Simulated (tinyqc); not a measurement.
Polytypes by hexagonality, and a cubic inclusion as a quantum well, step by step. Values are carried at full precision from step to step, so a last printed digit may differ when a step is redone from the rounded ones.

A layer is h if its two neighbours in the periodic sequence sit on the same site, k otherwise; the hexagonality h is the share of h layers.

Constants: hbar^2/2m0 = 3.80998211 eV angstrom^2.

Values chosen for the exercise (of the order of those of GaAs; shifted at random, so the results belong to these values and not to a real crystal):

| symbol | value | unit | meaning |
|---|---|---|---|
| E3 | 1.508 | eV | gap of the cubic polytype |
| E2 | 1.52 | eV | gap of 2H |
| Ev2 | 0.12 | eV | valence top of 2H above that of 3C |
| P2 | 0.0017 | C/m^2 | spontaneous polarisation of 2H |
| m | (0.07, 0.071) | m0 | electron mass along c in the cubic layer and in the host |
| d | 3.27 | angstrom | thickness of a double layer |
| eps | 12.5 |  | dielectric constant |
| N | 24 |  | double layers in the cubic inclusion |

## Hexagonality

Stacking sequences:

| polytype | sequence |
|---|---|
| 15R | ABCACBCABACABCB |
| 4H | ABCB |
| 9R | ABCBCACAB |
| 3C | ABC |
| 2H | AB |

Give the h/k string and h of each.

Hexagonality:

| polytype | h/k string | h |
|---|---|---|
| 15R | hkkhkhkkhkhkkhk | 0.4000 |
| 4H | hkhk | 0.5000 |
| 9R | hkhhkhhkh | 0.6667 |
| 3C | kkk | 0.0000 |
| 2H | hh | 1.0000 |

## Gaps and band edges

Gap: E3 + (E2 - E3) h. Valence top Ev2 h and polarisation P2 h, both counted from 3C; Ec = Ev + gap.

Evaluate for each polytype.

Results:

| polytype | gap (eV) | Ev (eV) | Ec (eV) | P (C/m^2) |
|---|---|---|---|---|
| 15R | 1.5128 | 0.0480 | 1.5608 | 0.00068 |
| 4H | 1.5140 | 0.0600 | 1.5740 | 0.00085 |
| 9R | 1.5160 | 0.0800 | 1.5960 | 0.00113 |
| 3C | 1.5080 | 0.0000 | 1.5080 | 0.00000 |
| 2H | 1.5200 | 0.1200 | 1.6400 | 0.00170 |

The widest gap is that of 2H, the narrowest that of 3C. Ev and Ec both rise with h, so 3C collects electrons and the more hexagonal side holes: a staggered line-up.

## The bound level without the field

A cubic inclusion of width L = N d in the host (h = 1) is a well of depth V = Ec(host) - Ec(3C). Square well with mass mismatch: k tan(k L/2) = (m_w/m_b) q, k = sqrt(m_w E/c), q = sqrt(m_b (V - E)/c), c = hbar^2/2m0, lowest root. The depth of the level, V - E, is its binding, and the transition to the valence top of the host is gap(host) - (V - E). The step in polarisation gives a field |F| = |P|/(eps eps0) in a thin inclusion, eps0 = 8.8541878e-12 F/m.

Give V, L, the level E, its depth below the host conduction edge and the transition to the valence top of the host, gap(host) - (V - E).

V = 0.1320 eV
L = 78.480 angstrom
E above the bottom = 0.0364 eV
depth below the host edge = 0.0956 eV
transition = 1.4244 eV

The level keeps 72 % of the well depth. The transition lies below the gap of 3C itself (1.508 eV), which only a staggered line-up allows.

## The polarisation field

Give |F|, the drop |F| L, the bound charge |P|/e per cm^2 (e = 1.602176634e-19 C), and, as a first estimate, the shift -|F| L/2 of the transition for an electron centred in the layer and a hole in the host on the high side.

|F| = 0.154 MV/cm
drop = 120.5 meV
bound charge = 1.06e+12 cm^-2
estimated shift = -60.3 meV

The drop is 91 % of the well depth. The host edge on the low side sinks by 60 meV against the centre, less than the 96 meV by which the flat well binds.

## Checks

- Square-well root against finite differences on a grid of 0.5 angstrom (eV): both 0.036.

Run: tinyqc, `OMP_NUM_THREADS=1 python tinyqc.py 1851172 1851173 out.jsonl`; Intel(R) Xeon(R) Processor @ 2.30GHz, one thread, shared host; about 0.09 s of CPU time with all checks.
